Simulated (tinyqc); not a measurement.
# Changing the HCl added

Model: speciation in dilute and buffered hydrofluoric acid, oxide etch rate and bath loading. Computed by tinyqc, a small Python program. Command: `OMP_NUM_THREADS=1 python tinyqc.py 3120339 3120340 out.jsonl hfetch sweep`. One thread of a shared host (Intel(R) Xeon(R) Processor @ 2.30GHz), about 0.01 s of CPU time with the checks.

Concentrations stand for activities, NH4+ and Cl- are spectators, and water ionisation is neglected. H, F and HF2 denote the ions H+, F- and HF2-. The base temperature is 298 K.

Inputs (values chosen for the exercise, of the order of those for thermal oxide at room temperature):

| quantity | value | unit |
|---|---|---|
| HF added | 1.5 | mol/L |
| NH4F added | 0.53 | mol/L |
| K1 = [H][F]/[HF] | 0.000721 | mol/L |
| K2 = [HF2]/([HF][F]) | 4.37 | L/mol |
| K3 = [H2F2]/[HF]^2 | 2.41 | L/mol |
| rate constant of neutral HF k_a | 11 | nm L/(min mol) |
| rate constant of HF2 k_b | 51 | nm L/(min mol) |
| activation energy | 0.33 | eV |
| temperature error | 2.4 | K |
| oxide removed per wafer | 2.2 | nm |

Constants: k_B = 8.617333262e-05 eV/K.

Method:
- Fluoride balance: [HF] + [F] + 2 [HF2] + 2 [H2F2] = HF added + NH4F added. Acid balance: [H] + [HF] + [HF2] + 2 [H2F2] = HF added + HCl added. For a trial [H], [HF] = [H][F]/K1, and the fluoride balance is a quadratic in [F].
- The root is refined to 1e-13 in pH = -log10 [H].
- Rate = k_a ([HF] + 2 [H2F2]) + k_b [HF2], an empirical two-term form.
- Time = oxide/rate; a temperature error changes the rate by exp((E_a/k_B)(1/298 - 1/(298 + error))) - 1.

One run for each value:

| HCl added (mol/L) | etch rate (nm/min) | pH | [HF2] (mol/L) | share of HF2 in the rate (%) |
|---|---|---|---|---|
| 0.001 | 29.970 | 2.8288 | 3.3690e-01 | 5.7329e+01 |
| 0.0026 | 29.954 | 2.8266 | 3.3604e-01 | 5.7215e+01 |
| 0.0067 | 29.911 | 2.8209 | 3.3384e-01 | 5.6922e+01 |
| 0.017 | 29.801 | 2.8066 | 3.2828e-01 | 5.6180e+01 |
| 0.045 | 29.493 | 2.7671 | 3.1292e-01 | 5.4111e+01 |
| 0.12 | 28.601 | 2.6560 | 2.7014e-01 | 4.8169e+01 |
| 0.3 | 26.139 | 2.3283 | 1.5977e-01 | 3.1172e+01 |
| 0.77 | 22.426 | 0.6099 | 3.9099e-03 | 8.8918e-01 |
| 2 | 22.346 | -0.1676 | 6.5558e-04 | 1.4962e-01 |

Over the rows, etch rate (nm/min) falls from 30.0 to 22.3 (exponent d ln y / d ln x -5.8e-4 between the first rows and -0.0037 between the last); pH falls from 2.83 to -0.168; [HF2] (mol/L) falls from 0.337 to 6.56e-4 (exponent d ln y / d ln x -0.0027 between the first rows and -1.9 between the last). Added acid turns F and HF2 into neutral HF, the slower species in this rate law.

Caution (all rows): at ionic strengths above about 0.5 mol/L activities differ much from concentrations, so pH and rates are only indicative.
